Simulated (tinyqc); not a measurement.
# Worked calculation: electron continuity equation in a given potential, Scharfetter-Gummel discretisation

Computed by the program tinyqc: `OMP_NUM_THREADS=1 python tinyqc.py 2220019 2220020 out.jsonl`, one thread of a shared Intel Xeon 2.30GHz, about 0.01 s for the whole run. Printed values are rounded.

Steady state in one dimension: J = q mu n E + q D dn/dx with E = -dpsi/dx and D = mu Vt, dJ/dx = q (n/tau - G), fixed densities nL and nR at the ends. The potential is given, psi = U x/L, and is not changed by the electrons.

Parameters, values chosen for the exercise; mobility close to that of In0.53Ga0.47As at room temperature: temperature T = 450 K; electron mobility mu = 11100 cm^2/(V s); length of the region L = 0.36 um; density at x = 0 nL = 1.2e14 cm^-3; density at x = L nR = 0 cm^-3; lifetime tau = 1.5e-13 s; uniform generation rate G = 1.4e25 cm^-3 s^-1; potential difference psi(L) - psi(0) U = 0.9 V.

Constants: q = 1.602176634e-19 C, kB = 1.380649e-23 J/K, Vt = kB T/q. Results are converted to the units shown.

Range of the model: The drift velocity mu E exceeds 1e7 cm/s somewhere, where real mobilities no longer stay constant.

## Potential on the mesh

12 equal intervals, h = L/12; psi = U x/L.

| node | psi (V) |
|---|---|
| 0 | 0.000000 |
| 1 | 0.075000 |
| 2 | 0.150000 |
| 3 | 0.225000 |
| 4 | 0.300000 |
| 5 | 0.375000 |
| 6 | 0.450000 |
| 7 | 0.525000 |
| 8 | 0.600000 |
| 9 | 0.675000 |
| 10 | 0.750000 |
| 11 | 0.825000 |
| 12 | 0.900000 |

## Bernoulli factors

d_i = (psi_(i+1) - psi_i)/Vt; B(d) = d/(exp(d) - 1), B(0) = 1. The flux on interval i is J_i = (q D/h) [n_(i+1) B(d_i) - n_i B(-d_i)].

| interval | d_i | B(d_i) | B(-d_i) |
|---|---|---|---|
| 0 | 1.93409 | 0.326830 | 2.26092 |
| 1 | 1.93409 | 0.326830 | 2.26092 |
| 2 | 1.93409 | 0.326830 | 2.26092 |
| 3 | 1.93409 | 0.326830 | 2.26092 |
| 4 | 1.93409 | 0.326830 | 2.26092 |
| 5 | 1.93409 | 0.326830 | 2.26092 |
| 6 | 1.93409 | 0.326830 | 2.26092 |
| 7 | 1.93409 | 0.326830 | 2.26092 |
| 8 | 1.93409 | 0.326830 | 2.26092 |
| 9 | 1.93409 | 0.326830 | 2.26092 |
| 10 | 1.93409 | 0.326830 | 2.26092 |
| 11 | 1.93409 | 0.326830 | 2.26092 |

The largest |d_i| is 1.93, below 2, so central differences would also keep densities positive.

## Tridiagonal system for the inner nodes

Row i (1 to 11): B(-d_(i-1)) n_(i-1) + b_i n_i + B(d_i) n_(i+1) = f_i with b_i = -B(-d_i) - B(d_(i-1)) - h^2/(D tau) and f_i = -G h^2/D; the known end values are moved to the right: f_1 loses B(-d_0) nL and f_11 loses B(d_11) nR. h = L/12, D = mu Vt.

| node | diagonal b | right side f (cm^-3) |
|---|---|---|
| 1 | -2.72714 | -2.71603e14 |
| 2 | -2.72714 | -2.92727e11 |
| 3 | -2.72714 | -2.92727e11 |
| 4 | -2.72714 | -2.92727e11 |
| 5 | -2.72714 | -2.92727e11 |
| 6 | -2.72714 | -2.92727e11 |
| 7 | -2.72714 | -2.92727e11 |
| 8 | -2.72714 | -2.92727e11 |
| 9 | -2.72714 | -2.92727e11 |
| 10 | -2.72714 | -2.92727e11 |
| 11 | -2.72714 | -2.92727e11 |

## Densities and current

B(d_i) and B(-d_i) are the Bernoulli factors of the potential steps, b and f the diagonal and right side. Solve B(-d_(i-1)) n_(i-1) + b_i n_i + B(d_i) n_(i+1) = f_i (end values already in f), then J_i = (q D/h) [n_(i+1) B(d_i) - n_i B(-d_i)], h = L/12, D = mu Vt.

| node | n (cm^-3) |
|---|---|
| 0 | 1.2e14 |
| 1 | 1.12156e14 |
| 2 | 1.04834e14 |
| 3 | 9.79994e13 |
| 4 | 9.16193e13 |
| 5 | 8.56636e13 |
| 6 | 8.01039e13 |
| 7 | 7.49123e13 |
| 8 | 7.00526e13 |
| 9 | 6.54164e13 |
| 10 | 6.03492e13 |
| 11 | 5.01394e13 |
| 12 | 0 |

| interval | J (A/cm^2) |
|---|---|
| 0 | -5394.18 |
| 1 | -5041.52 |
| 2 | -4712.32 |
| 3 | -4405.03 |
| 4 | -4118.18 |
| 5 | -3850.41 |
| 6 | -3600.46 |
| 7 | -3367.14 |
| 8 | -3149.40 |
| 9 | -2946.51 |
| 10 | -2759.86 |
| 11 | -2605.92 |

Against a mesh 200 times finer the densities are off by at most 0.75 % of their local values.
